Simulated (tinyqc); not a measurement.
# Quantum-well laser, gain and threshold: what changes with what

One electron and one heavy-hole subband per well, parabolic, with equal sheet densities n of electrons and holes; k-conserving transitions, TE polarisation, no line broadening, so the gain starts as a step at E0 and peaks there. All wells are pumped alike.

Inputs (values chosen for the exercise); well values close to those of strained InGaAsP:
```
symbol,value,unit,meaning
T,300,K,temperature
E0,0.758,eV,lowest transition energy
me,0.0476,m0,in-plane electron mass
mh,0.132,m0,in-plane hole mass
Ep,23.9,eV,Kane energy
nr,3.41,,refractive index
Lw,8,nm,well width
Nw,2,,number of wells
Gw,0.025,,optical confinement per well
ai,20,1/cm,internal loss
Lc,300,um,cavity length
R1,0.1,,front reflectance
R2,0.95,,back reflectance
A,2.2e8,1/s,defect recombination coefficient
B,8.1e-5,cm^2/s,radiative coefficient per well
C,4e-17,cm^4/s,Auger coefficient per well
eta,0.76,,injection efficiency
Wd,2,um,stripe width
```

Constants: q = 1.602176634e-19 C, kB = 1.380649e-23 J/K, eps0 = 8.8541878128e-12 F/m, hbar = 1.054571817e-34 J s, m0 = 9.1093837015e-31 kg, c = 299792458 m/s. Results are converted to the units shown.

Each table varies one quantity; the others keep the values above.

## Effect of the front reflectance

Nc = me kB T/(pi hbar^2), Nv = mh kB T/(pi hbar^2), mr = me mh/(me + mh) in m0, g0(E) = q^2 Ep mr/(4 nr eps0 c hbar E Lw) (squared momentum element m0 Ep/4, joint density of states mr/(pi hbar^2 Lw) for both spins). Peak gain g(n) = g0(E0)[1 - exp(-n/Nc) - exp(-n/Nv)]. Mirror loss am = ln(1/(R1 R2))/(2 Lc); threshold gain gth = (ai + am)/(Nw Gw). nth solves g(n) = gth and ntr solves g(n) = 0. Jth = q Nw (A n + B n^2 + C n^3)/eta at n = nth, Ith = Jth Wd Lc; differential efficiency of both facets eta am/(ai + am).

The same in every row: ntr (cm^-2) = 5.703e11.

Effect of the front reflectance:

| R1 | gth (1/cm) | nth (cm^-2) | Jth (A/cm^2) | Ith (mA) | differential efficiency |
|---|---|---|---|---|---|
| 0.01 | 1952 | 7.902e11 | 102.9 | 0.6177 | 0.6043 |
| 0.03 | 1586 | 7.436e11 | 94.79 | 0.5688 | 0.5683 |
| 0.05 | 1416 | 7.229e11 | 91.27 | 0.5476 | 0.5453 |
| 0.1 | 1185 | 6.957e11 | 86.74 | 0.5204 | 0.5034 |
| 0.2 | 953.6 | 6.695e11 | 82.46 | 0.4948 | 0.4412 |
| 0.32 | 796.9 | 6.522e11 | 79.70 | 0.4782 | 0.3785 |
| 0.5 | 648.1 | 6.362e11 | 77.17 | 0.4630 | 0.2910 |
| 0.8 | 491.5 | 6.197e11 | 74.61 | 0.4477 | 0.1415 |

As R1 goes from 0.01 to 0.8, gth falls from 1950 to 491 1/cm, Jth falls from 103 to 74.6 A/cm^2 and Ith falls from 0.618 to 0.448 mA.

## Effect of the number of wells

Same model as above.

The same in every row: ntr (cm^-2) = 5.7031e11; differential efficiency = 0.50338.

Results:

| Nw | gth (1/cm) | nth (cm^-2) | Jth (A/cm^2) | Ith (mA) |
|---|---|---|---|---|
| 1 | 2369.3 | 8.4712e11 | 56.668 | 0.34001 |
| 3 | 789.75 | 6.5141e11 | 119.37 | 0.71620 |
| 4 | 592.31 | 6.3026e11 | 152.50 | 0.91499 |
| 5 | 473.85 | 6.1786e11 | 185.82 | 1.1149 |
| 6 | 394.88 | 6.0971e11 | 219.22 | 1.3153 |
| 8 | 296.16 | 5.9965e11 | 286.16 | 1.7169 |
| 10 | 236.93 | 5.9369e11 | 353.18 | 2.1191 |

Estimate the missing row, Nw = 2.

Computed row:

| Nw | gth (1/cm) | nth (cm^-2) | Jth (A/cm^2) | Ith (mA) |
|---|---|---|---|---|
| 2 | 1184.6 | 6.9568e11 | 86.737 | 0.52042 |

With this row back in the table: As Nw goes from 1 to 10, gth falls from 2370 to 237 1/cm, Jth rises from 56.7 to 353 A/cm^2 and Ith rises from 0.340 to 2.12 mA. Each added well must be pumped to transparency, which costs more than the lower gain saves.

Range of the model: The second hole subband, left out here, lies within about 2 Vt of the first in a well this wide.

tinyqc, about 0.02 s, one thread, Intel Xeon 2.30GHz (shared host): `OMP_NUM_THREADS=1 python tinyqc.py 2840117 2840118 out.jsonl`
